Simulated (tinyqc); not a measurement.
Inside a calculation. Method: inverse iteration on a symmetric matrix. One step of it, computed by the program tinyqc.

Task: Step 1. solve (A - shift) w = v; v' = w/|w| with its largest component positive (the first on a tie); lambda = v'^T A v'.

A:
```
,1,2,3,4
1,0.163000,0.048000,-1.480000,0.764000
2,0.048000,0.448000,-0.511000,-0.316000
3,-1.480000,-0.511000,1.077000,-1.567000
4,0.764000,-0.316000,-1.567000,1.926000
```

vector v at the start: 0.500000  0.500000  0.500000  0.500000

shift = 0.970000

Give: vector after step 1; Rayleigh quotient after step 1.

Result:

vector after step 1: 0.2491  0.9184  -0.0215  -0.3068

Rayleigh quotient after step 1 = 0.6683
